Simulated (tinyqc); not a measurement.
p-n diode, drift-diffusion by the Gummel loop with Scharfetter-Gummel fluxes: effect of the SRH lifetime of holes at fixed bias.

Abrupt junction at x = 0, p side from -Lp, n side to Ln, ohmic contacts. psi is counted from the intrinsic level; n = ni exp((psi - phin)/Vt), p = ni exp((phip - psi)/Vt). Contacts: p side psi = V - Vt ln(Na/ni), p = Na, n = ni^2/Na; n side psi = Vt ln(Nd/ni), n = Nd, p = ni^2/Nd. Constant mobilities, D = mu Vt, Boltzmann statistics, SRH recombination through a mid-gap level, U = (n p - ni^2)/(tp (n + ni) + tn (p + ni)). Current is positive from the p contact to the n contact.

ni = sqrt(Nc Nv) exp(-Eg/(2 Vt)), Eg in volts. Poisson and both continuity equations are solved self-consistently with Scharfetter-Gummel fluxes on a graded mesh of 500 nodes. J_scr is q times the integral of U between -xp and xn. Ideal diffusion current J_id = q ni^2 [Dn coth(wp/Le)/(Le Na) + Dp coth(wn/Lh)/(Lh Nd)] (exp(V/Vt) - 1), Le = sqrt(Dn tn), Lh = sqrt(Dp tp), wp = Lp - xp, wn = Ln - xn, with xp and xn from the depletion approximation (W = sqrt(2 eps0 eps_r (Vbi - V)(1/Na + 1/Nd)/q), xp = W Nd/(Na + Nd), xn = W Na/(Na + Nd), Vbi = Vt ln(Na Nd/ni^2)). Ideality factor = 0.004 V/(Vt ln[J(V + 0.004 V)/J(V)]).

Values chosen for this exercise; band and dielectric values close to those of gallium arsenide: temperature T = 300 K; band gap Eg = 1.4 eV; relative permittivity eps_r = 13; conduction-band density of states at T Nc = 4.43e17 cm^-3; valence-band density of states at T Nv = 9.07e18 cm^-3; acceptor density of the p side Na = 4e16 cm^-3; donor density of the n side Nd = 9.5e15 cm^-3; electron mobility mun = 5300 cm^2/(V s); hole mobility mup = 330 cm^2/(V s); SRH lifetime of electrons tn = 1e-7 s; length of the p side Lp = 5.8 um; length of the n side Ln = 1.2 um; uniform generation rate G = 0 cm^-3 s^-1; bias of the p contact V = 0.8 V.

Constants: q = 1.602176634e-19 C, kB = 1.380649e-23 J/K, Vt = kB T/q, eps0 = 8.8541878128e-14 F/cm where lengths are in cm. Results are converted to the units shown.

Result of one run:
columns A: tp (s); B: J (A/cm^2); C: ideality factor; D: J_scr/J (%); E: J_id (A/cm^2); F: share recombining at the contacts (%); G: larger minority/doping at -xp and xn
```
A           B     C     D        E     F        G
1e-6  8.19e-4  1.02  2.27  8.08e-4  97.2  5.52e-6
```

What becomes of these results when the SRH lifetime of holes tp is changed from 1e-6 to 1e-10 s, all else the same?

Result of the changed run:
columns A: tp (s); B: J (A/cm^2); C: ideality factor; D: J_scr/J (%); E: J_id (A/cm^2); F: share recombining at the contacts (%); G: larger minority/doping at -xp and xn
```
A            B     C     D        E     F        G
1e-10  0.00536  1.36  64.7  0.00197  7.80  4.89e-6
```

The whole series:
columns A: tp (s); B: J (A/cm^2); C: ideality factor; D: J_scr/J (%); E: J_id (A/cm^2); F: share recombining at the contacts (%); G: larger minority/doping at -xp and xn
```
A            B     C      D        E     F        G
1e-11   0.0154  1.51   74.9  0.00553  2.06  3.17e-6
1e-10  0.00536  1.36   64.7  0.00197  7.80  4.89e-6
1e-9   0.00188  1.24   48.1  9.81e-4  37.9  5.43e-6
1e-8   0.00106  1.11   22.6  8.26e-4  74.4  5.51e-6
1e-7   8.68e-4  1.04   7.55  8.10e-4  91.7  5.52e-6
1e-6   8.19e-4  1.02   2.27  8.08e-4  97.2  5.52e-6
1e-5   8.06e-4  1.01  0.675  8.08e-4  98.8  5.52e-6
```

As tp rises from 1e-11 to 1e-5, J falls from 0.0154 to 8.06e-4 A/cm^2, the share of the depleted layer falls from 74.9 to 0.675 % and the share lost at the contacts rises from 2.06 to 98.8 %. The exponent d ln J/d ln tp is -0.46 between the first two rows and -0.01 between the last two. J less J_scr is 0.96 % below J_id in the last row.

tinyqc, about 0.1 s, one thread, Intel Xeon 2.30GHz (shared host): `OMP_NUM_THREADS=1 python tinyqc.py 2240039 2240040 out.jsonl`
